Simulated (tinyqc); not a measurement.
Double-gate transistor below threshold, two-dimensional Poisson equation on a small mesh: two steps of the calculation.

Half of a symmetric double-gate structure: row 0 is the mid-plane of the body, where the normal field vanishes. Mobile charge is neglected (subthreshold), the body is fully depleted, and potentials are counted from the intrinsic level; rows run upward to the gate, columns from source to drain.

Inputs (values chosen for the exercise); semiconductor permittivity made up:
- eps_r = 14.1 (relative permittivity of the semiconductor)
- eox = 3.9 (relative permittivity of the insulator)
- tb = 4 nm (half the body thickness)
- tox = 1.9 nm (insulator thickness)
- L = 45 nm (channel length)
- Na = 5e17 cm^-3 (acceptor density of the depleted body)

Constants: q = 1.602176634e-19 C, eps0 = 8.8541878128e-14 F/cm where lengths are in cm. Results are converted to the units shown.

Task 1. Coefficients of the five-point equations. Mesh: rows i = 0..3 in the semiconductor (step hs = tb/3, row 3 on the interface), then 2 step(s) ho = tox/2 up to the gate row 5; columns j = 0..6 (step hy = L/6). Box integration, divided by eps0: up_i = eps hy/h of the interval above row i, dn_i = that of the interval below (0 for row 0), lat_i = (sum of eps h/2 over the intervals above and below)/hy, s_i = -q Na w_i hy/eps0 with w_i the semiconductor height of the box (hs/2 for row 0 and the interface row, hs between, 0 in the insulator). Each free node obeys (up + dn + 2 lat) psi = up psi(above) + dn psi(below) + lat [psi(left) + psi(right)] + s.

Wanted: up; dn; lat; s.

Result 1.

up, row 0 to 4: [79.31, 79.31, 79.31, 30.79, 30.79]
dn, row 0 to 4: [0, 79.31, 79.31, 79.31, 30.79]
lat, row 0 to 4: [1.253, 2.507, 2.507, 1.500, 0.4940]
s, row 0 to 4 (V): [-0.04524, -0.09048, -0.09048, -0.04524, 0]

Task 2. Over-relaxation sweep (omega = 1.5). Free nodes: rows 0..4, columns 1..5, taken row by row from row 0, left to right. t = (up psi(above) + dn psi(below) + lat [psi(left) + psi(right)] + s)/(up + dn + 2 lat), with the newest neighbours; psi(new) = psi + 1.5 (t - psi).

psi at the start (fixed values on the edges, free nodes at zero) (V):
```
              j=0         j=1         j=2         j=3         j=4         j=5         j=6
row 0  0.60000000  0.00000000  0.00000000  0.00000000  0.00000000  0.00000000  0.65000000
row 1  0.60000000  0.00000000  0.00000000  0.00000000  0.00000000  0.00000000  0.65000000
row 2  0.60000000  0.00000000  0.00000000  0.00000000  0.00000000  0.00000000  0.65000000
row 3  0.60000000  0.00000000  0.00000000  0.00000000  0.00000000  0.00000000  0.65000000
row 4  0.33500000  0.00000000  0.00000000  0.00000000  0.00000000  0.00000000  0.36000000
row 5  0.07000000  0.07000000  0.07000000  0.07000000  0.07000000  0.07000000  0.07000000
```

up, row 0 to 4: [79.312500, 79.312500, 79.312500, 30.789474, 30.789474]
dn, row 0 to 4: [0, 79.312500, 79.312500, 79.312500, 30.789474]
lat, row 0 to 4: [1.2533333, 2.5066667, 2.5066667, 1.5003333, 0.494]
s, row 0 to 4 (V): [-0.045237820, -0.090475641, -0.090475641, -0.045237820, 0]

Wanted: psi after iteration 1.

Result 2.

psi after iteration 1 (V):
```
           j=0      j=1       j=2       j=3       j=4      j=5      j=6
row 0  0.60000  0.01296  -0.00053  -0.00084  -0.00085  0.01409  0.65000
row 1  0.60000  0.02238  -0.00070  -0.00146  -0.00148  0.02431  0.65000
row 2  0.60000  0.02923  -0.00067  -0.00190  -0.00195  0.03174  0.65000
row 3  0.60000  0.04208  -0.00047  -0.00261  -0.00270  0.04566  0.65000
row 4  0.33500  0.08670   0.05235   0.05036   0.05027  0.09024  0.36000
row 5  0.07000  0.07000   0.07000   0.07000   0.07000  0.07000  0.07000
```

Program tinyqc, `OMP_NUM_THREADS=1 python tinyqc.py 2480029 2480030 out.jsonl`; Intel Xeon 2.30GHz, shared host, one thread, about 0.1 s.
